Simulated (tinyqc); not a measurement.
Grain-boundary trapping model (Seto) of a polycrystalline semiconductor film: one step, computed by the program tinyqc.

Grains of equal size L are joined by thin boundaries with one trap level. Trapped carriers deplete a width W on each side and raise a barrier, crossed by thermionic emission. Dopants are fully ionised, statistics are non-degenerate and mu_g does not depend on T.

Problem. Critical doping. If all traps fill, the grain is just depleted at N* = Q_t/L, with the barrier e Q_t L/(8 eps eps_0).

Inputs (values chosen for the exercise, modelled on polycrystalline silicon): permittivity eps = 11.7; grain size L = 130 nm; trap density Q_t = 2.9e+12 1/cm^2.

Grain interior: neglected.

Constants: e = 1.602176634e-19 C; eps_0 = 8.8541878128e-12 F/m; k_B = 8.617333262e-05 eV/K.

Give: N*; barrier at N* with all traps filled.

Solution.

N* = 2.231e+17 1/cm^3

barrier at N* with all traps filled = 0.7288 V
